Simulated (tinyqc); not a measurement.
Inside a calculation: carrier statistics of a doped semiconductor with parabolic bands. Values are carried at full precision from step to step, so a last printed digit may differ when a step is redone from the rounded ones.

Constants: kB = 8.617333262e-05 eV/K; hbar^2/2m0 = 3.80998211 eV angstrom^2.

Parameters, chosen for this exercise (near those of GaAs; shifted at random, so the results belong to these values and not to a real crystal): Eg0 = 1.529 eV (gap at 0 K); al = 0.000536 eV/K (Varshni alpha); be = 205 K (Varshni beta); T = 400 K; ml = 0.0679 m0 (longitudinal electron mass); mt = 0.0679 m0 (transverse electron mass); Mv = 1 (equivalent valleys); mhh = 0.508 m0 (heavy-hole mass); mlh = 0.0816 m0 (light-hole mass); ND = 2.6e+12 1/cm^3 (donors); NA = 1.7e+14 1/cm^3 (acceptors); ED = 0.00585 eV (donor level below Ec); EA = 0.0258 eV (acceptor level above Ev).

## Gap and thermal energy

Eg(T) = Eg0 - al T^2/(T + be) (Varshni).

Eg = 1.38725 eV
kT = 0.034469 eV

The gap has shrunk by 141.8 meV from 0 K and is 40.2 kT wide.

## Effective densities of states

m_de = Mv^(2/3) (ml mt^2)^(1/3); m_dh = (mhh^(3/2) + mlh^(3/2))^(2/3); N = 2 (m kB T/(4 pi c))^(3/2) with c = hbar^2/2m0, in 1/angstrom^3; times 1e24 for 1/cm^3.

m_de = 0.0679 m0
m_dh = 0.5296 m0
Nc = 6.8357e+17 1/cm^3
Nv = 1.4889e+19 1/cm^3

The light holes supply 6.0 % of Nv, and Nc/Nv = 0.0459.

## Intrinsic density and level

With Boltzmann statistics ni = sqrt(Nc Nv) exp(-Eg/2kT) and Ei = Eg/2 + (kT/2) ln(Nv/Nc), counted from Ev.

ni = 5.82e+09 1/cm^3
Ei = 0.7467 eV

Ei lies 53.1 meV above midgap, towards the band with the smaller density of states.

## Neutrality by bisection

Energies are counted from Ev, so Ec = Eg. n = Nc F_1/2((EF - Eg)/kT), p = Nv F_1/2(-EF/kT), ND+ = ND/(1 + 2 exp((EF - Eg + ED)/kT)), NA- = NA/(1 + 4 exp((EA - EF)/kT)); neutrality asks p + ND+ = n + NA-. F_j(eta) = (1/Gamma(j + 1)) integral_0^infinity x^j dx/(1 + exp(x - eta)), which tends to exp(eta) for eta << 0.

Start from the bracket [-0.2 eV, Eg + 0.2 eV]; at the midpoint EF take the sign of p + ND+ - n - NA-; where it is positive EF must rise. Fourteen steps are shown.

Bisection (eV, 1/cm^3):
```
step       low     high       EF         n         p       ND+       NA-  sign
1     -0.20000  1.58725  0.69362  1.25e+09  2.71e+10  2.60e+12  1.70e+14     -
2     -0.20000  0.69362  0.24681  2.92e+03  1.16e+16  2.60e+12  1.69e+14     +
3      0.24681  0.69362  0.47022  1.91e+06  1.77e+13  2.60e+12  1.70e+14     -
4      0.24681  0.47022  0.35851  7.47e+04  4.53e+14  2.60e+12  1.70e+14     +
5      0.35851  0.47022  0.41437  3.78e+05  8.96e+13  2.60e+12  1.70e+14     -
6      0.35851  0.41437  0.38644  1.68e+05  2.01e+14  2.60e+12  1.70e+14     +
7      0.38644  0.41437  0.40040  2.52e+05  1.34e+14  2.60e+12  1.70e+14     -
8      0.38644  0.40040  0.39342  2.06e+05  1.64e+14  2.60e+12  1.70e+14     -
9      0.38644  0.39342  0.38993  1.86e+05  1.82e+14  2.60e+12  1.70e+14     +
10     0.38993  0.39342  0.39168  1.95e+05  1.73e+14  2.60e+12  1.70e+14     +
11     0.39168  0.39342  0.39255  2.01e+05  1.69e+14  2.60e+12  1.70e+14     +
12     0.39255  0.39342  0.39299  2.03e+05  1.67e+14  2.60e+12  1.70e+14     -
13     0.39255  0.39299  0.39277  2.02e+05  1.68e+14  2.60e+12  1.70e+14     +
14     0.39277  0.39299  0.39288  2.02e+05  1.67e+14  2.60e+12  1.70e+14     -
```

Each step halves the bracket, which is 0.218 meV wide at the last row.

## The neutral state

Solve the neutrality condition for EF to convergence.

EF = 0.3928 eV
n = 2.02e+05 1/cm^3
p = 1.67e+14 1/cm^3
ND+ = 2.60e+12 1/cm^3
NA- = 1.70e+14 1/cm^3

The material is p-type; 100.0 % of the acceptors are ionised. EF lies 11.40 kT inside the gap from the valence edge, so Boltzmann statistics would serve; n p/(Nc Nv exp(-Eg/kT)) = 1.000.

## Checks

- F_1/2(1) by the trapezoid rule against adaptive quadrature: both 1.575641.
- Positive against negative charge at the solution (1/cm^3): both 1.69984e+14.

Program tinyqc; command `OMP_NUM_THREADS=1 python tinyqc.py 1651621 1651622 out.jsonl`; about 0.01 s on one thread of a shared Intel(R) Xeon(R) Processor @ 2.30GHz.
